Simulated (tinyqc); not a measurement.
Floating body of a partially depleted SOI transistor: body voltage and kink: one step of the calculation.

Source at 0 V. Channel current Ic = 2 nf K Vt^2 [F(0) - F(Vd)](1 + la Vd), F(V) = ln^2(1 + exp((Vg - VT - nf V)/(2 nf Vt))), VT = VT0 - gb Vb. Saturation voltage Vs = 2 Vt sqrt(F(0)) + 3 Vt, excess Ve = (Vd - Vs + sqrt((Vd - Vs)^2 + 0.0004 V^2))/2, multiplication M1 = Ai Ve exp(-Bl/Ve). Each junction passes D(v) = J1 (exp(v/Vt) - 1) + J2 (exp(v/(2 Vt)) - 1). Bipolar current Ib = bb J1 (exp(Vb/Vt) - 1). The body settles where M1 (Ic + Ib) = D(Vb) + D(Vb - Vd) + Vb/Rb; drain current Id = (1 + M1)(Ic + Ib) - D(Vb - Vd).

Problem. New Vb. Current into the body I_in = M1 (Ic + Ib) - D(Vb - Vd), current out I_out = D(Vb) + Vb/Rb; f = ln(I_in/I_out), s = df/dVb by central differences over 1e-5 V, Vb(new) = Vb - f/s.

Inputs (values chosen for the exercise); values of the order met in partially depleted silicon-on-insulator transistors: temperature T = 330 K; threshold at zero body voltage VT0 = 0.51 V; fall of the threshold per volt of body voltage gb = 0.26; slope factor nf = 1.23; gain factor per width K = 200 uA/(V^2 um); channel-length modulation factor la = 0.08 1/V; impact-ionisation prefactor Ai = 1.88 1/V; impact-ionisation voltage Bl = 8.4 V; diffusion saturation current of each junction J1 = 6.4e-12 uA/um; recombination saturation current of each junction J2 = 3e-7 uA/um; gain of the lateral bipolar transistor on the diffusion current bb = 0; resistance of a weak body tie to the source (1e9 stands for no tie, and the term is then dropped) Rb = 1e9 kohm um; gate voltage Vg = 0.56 V; drain voltage Vd = 1.9 V.

Constants: q = 1.602176634e-19 C, kB = 1.380649e-23 J/K, Vt = kB T/q. Results are converted to the units shown.

Vb after iteration 1 = 0.65356017 V

Wanted: Ic; Ve; M1; I_in; I_out; f; s; Vb after iteration 2.

Solution.

Ic = 4.652 uA/um
Ve = 1.634 V
M1 = 0.01795
I_in = 0.08351 uA/um
I_out = 0.09065 uA/um
f = -0.08197
s = -28.00 1/V
Vb after iteration 2 = 0.6506 V

Range of the model: The multiplication law is an empirical form chosen for the exercise; self-heating and capacitive coupling to the body are left out, and the linear laws are rough once Vb passes about 0.7 V or M1 about 0.1.

tinyqc, about 0.2 s, one thread, Intel Xeon 2.30GHz (shared host): `OMP_NUM_THREADS=1 python tinyqc.py 2182143 2182144 out.jsonl`
